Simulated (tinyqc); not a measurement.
Lattice sites along [110]: pair of shallow donors (hydrogen-like orbitals).

Each donor has the orbital exp(-r/a); energy unit Ha* = q/(eps a), q = e^2/(4 pi eps0), so that a lone donor is bound by Ha*/2; x = R/a. One electron: S = (1 + x + x^2/3) exp(-x), j = 1/x - (1 + 1/x) exp(-2x), k = (1 + x) exp(-x); levels E(+/-) = -1/2 - (j +/- k)/(1 +/- S) in Ha*, without the repulsion of the ions, split by D = |E(-) - E(+)|. In six valleys the overlaps S and k are multiplied by v = [cos(K Rx) + cos(K Ry) + cos(K Rz)]/3, K = k0 (2 pi/a_lat), for isotropic envelopes and the symmetric valley state.

Two electrons, Heitler-London: with S' = (1 - x + x^2/3) exp(x), C = 1/x - exp(-2x)(1/x + 11/8 + 3x/4 + x^2/6), X = (1/5){exp(-2x)(25/8 - 23x/4 - 3x^2 - x^3/3) + (6/x)[S^2 (0.5772157 + ln x) + S'^2 Ei(-4x) - 2 S S' Ei(-2x)]}, Q = C - 2j + 1/x and A = X - 2 S k + S^2/x, the singlet and triplet lie at (Q +/- w A)/(1 +/- w S^2) from two lone donors, with the valley weight w = v^2; the exchange is J = triplet - singlet.

Constants: e^2/(4 pi eps0) = 14.39964547 eV angstrom.

Inputs chosen for the exercise (near those of two donors in Si; shifted at random, so the results belong to these values and not to a real crystal): a = 19.3 angstrom (orbital radius); eps = 11.7 (dielectric constant); a_lat = 5.431 angstrom (lattice constant); k0 = 0.85 2 pi/a_lat (valley position); sites = ((10.5, 10.5, 0), (11, 11, 0), (11.5, 11.5, 0), (12, 12, 0), (12.5, 12.5, 0), (13, 13, 0), (13.5, 13.5, 0), (14, 14, 0), (14.5, 14.5, 0), (15, 15, 0)) a_lat (positions of the second donor).

D and J for each site, and for v = 1.

Results:
```
site             R (angstrom)       v  D (meV)  J (micro-eV)  J for v = 1
(10.5, 10.5, 0)          80.6   0.927     4.74           848          986
(11, 11, 0)              84.5  -0.059    0.252          2.51          734
(11.5, 11.5, 0)          88.3   0.438     1.63           104          544
(12, 12, 0)              92.2   0.539     1.73           117          401
(12.5, 12.5, 0)          96.0  -0.138    0.379          5.62          295
(13, 13, 0)              99.8   0.967     2.29           202          216
(13.5, 13.5, 0)         103.7  -0.325    0.654          16.7          158
(14, 14, 0)             107.5   0.873     1.50          87.5          115
(14.5, 14.5, 0)         111.4   0.031   0.0448        0.0785         83.4
(15, 15, 0)             115.2   0.333    0.414          6.71         60.4
```

Over these sites the envelope alone changes J by a factor 16.3, and the valley factor v^2 by 995; J runs from 0.0785 at (14.5, 14.5, 0) to 848 micro-eV at (10.5, 10.5, 0). Along [110] only two valleys keep their phase, so v = (1 + 2 cos)/3 can pass through zero. J does not fall steadily with distance.

Run: tinyqc, `OMP_NUM_THREADS=1 python tinyqc.py 1250074 1250075 out.jsonl`; Intel(R) Xeon(R) Processor @ 2.30GHz, one thread, shared host; about 0.01 s of CPU time with all checks.
